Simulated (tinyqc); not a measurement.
Interface roughness in a thin film (subband fluctuation and scattering): one step. Threshold variation. Five cases, with inputs chosen for the exercise.

Question. Averaged over an area A = Lg Wg much larger than Lc^2, the thickness varies by D sqrt(pi Lc^2/A), so sigma(Vt) = G D Lc sqrt(pi/A)/e; the Pelgrom coefficient is sigma sqrt(A) (1 micrometre = 1e4 angstrom).

Case 1.

Values chosen (near those of a thin Si channel on (100), two-fold valleys; shifted at random, so the results belong to these values and not to a real crystal):
- D = 1.6 angstrom (rms height of the roughness)
- Lc = 14 angstrom (correlation length)
- Lg = 150 angstrom (gate length)
- Wg = 1000 angstrom (gate width)

G = |dE1/dt| = 1.818490 meV/angstrom

Case 2.

Values chosen (near those of a thin Ge channel on (111), one valley; shifted at random, so the results belong to these values and not to a real crystal):
- D = 3.7 angstrom (rms height of the roughness)
- Lc = 28 angstrom (correlation length)
- Lg = 150 angstrom (gate length)
- Wg = 1000 angstrom (gate width)

G = |dE1/dt| = 3.854707 meV/angstrom

Case 3.

Values chosen (near those of a thin Si channel on (100), two-fold valleys; shifted at random, so the results belong to these values and not to a real crystal):
- D = 3 angstrom (rms height of the roughness)
- Lc = 32 angstrom (correlation length)
- Lg = 120 angstrom (gate length)
- Wg = 400 angstrom (gate width)

G = |dE1/dt| = 4.835381 meV/angstrom

Case 4.

Values chosen (near those of a thin Ge channel on (111), one valley; shifted at random, so the results belong to these values and not to a real crystal):
- D = 1.2 angstrom (rms height of the roughness)
- Lc = 44 angstrom (correlation length)
- Lg = 150 angstrom (gate length)
- Wg = 250 angstrom (gate width)

G = |dE1/dt| = 7.096384 meV/angstrom

Case 5.

Values chosen (near those of a thin Si channel on (100), two-fold valleys; shifted at random, so the results belong to these values and not to a real crystal):
- D = 1.2 angstrom (rms height of the roughness)
- Lc = 52 angstrom (correlation length)
- Lg = 120 angstrom (gate length)
- Wg = 1000 angstrom (gate width)

G = |dE1/dt| = 6.036432 meV/angstrom

Give: rms of the mean thickness; sigma(Vt); coefficient.

Answer.

Case 1.

rms of the mean thickness = 0.103 angstrom
sigma(Vt) = 0.186 mV
coefficient = 0.00722 mV micrometre

The electrostatic effect of the thickness is left out.

Case 2.

rms of the mean thickness = 0.474 angstrom
sigma(Vt) = 1.828 mV
coefficient = 0.0708 mV micrometre

The electrostatic effect of the thickness is left out.

Case 3.

rms of the mean thickness = 0.777 angstrom
sigma(Vt) = 3.755 mV
coefficient = 0.0823 mV micrometre

The electrostatic effect of the thickness is left out. Lc is not small against the gate, so the averaging formula overstates the variation.

Case 4.

rms of the mean thickness = 0.483 angstrom
sigma(Vt) = 3.429 mV
coefficient = 0.0664 mV micrometre

The electrostatic effect of the thickness is left out. Lc is not small against the gate, so the averaging formula overstates the variation.

Case 5.

rms of the mean thickness = 0.319 angstrom
sigma(Vt) = 1.927 mV
coefficient = 0.0668 mV micrometre

The electrostatic effect of the thickness is left out. Lc is not small against the gate, so the averaging formula overstates the variation.

Computed by tinyqc, one run a case: `OMP_NUM_THREADS=1 python tinyqc.py N N+1 out.jsonl` with N = 1251935, 1252019, 1252069, 1252096, 1252298; one thread of a shared Intel(R) Xeon(R) Processor @ 2.30GHz, about 0.01 s a run at most.
